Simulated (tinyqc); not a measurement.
Three-phonon processes in a diatomic chain: dispersion, energy and momentum conservation, and decay channels of optical phonons: one step, computed by the program tinyqc. Command: `OMP_NUM_THREADS=1 python tinyqc.py 3120889 3120890 out.jsonl threeph walk`. One thread of a shared host (Intel(R) Xeon(R) Processor @ 2.30GHz), about 0.05 s of CPU time with the checks.

Cell length a, two atoms, one spring constant. x = q a/pi runs from -1 to 1; A and O are the acoustic and optical branches. Matrix elements are not computed: only conservation laws and occupation factors are followed.

Problem. Decay of the zone-centre phonon. omega^2 = k (1/m + 1/M) -/+ k sqrt((1/m + 1/M)^2 - 4 sin^2(pi x/2)/(m M)); nu = 15.6333042 THz x sqrt(omega^2) for eV/(angstrom^2 u). O(0) -> A(x) + A(-x) needs nu_A(x) = nu_O(0)/2, which gives sin^2(pi x/2) = (3/16)(m + M)^2/(m M). Full width at half maximum Gamma = Gamma_0 (1 + 2 n), n = 1/(exp(h nu_A/(k_B T)) - 1); lifetime = 1/(2 pi c Gamma).

Inputs (values chosen for the exercise, for a model chain):
```
quantity,value,unit
light mass m,12,u
heavy mass M,19.7,u
temperature T,100,K
zero-temperature width Gamma_0,0.25,1/cm
```

optical top = 13.54724 THz

Constants: h x 1 THz = 4.135667696 meV; k_B = 8.617333262e-05 eV/K; c = 299792458 m/s.

Give: x of the products; their frequency; occupation n; width Gamma; lifetime.

Solution.

x of the products = 0.70247

their frequency = 6.7736 THz

occupation n = 0.040304

width Gamma = 0.27015 1/cm

lifetime = 19.651 ps
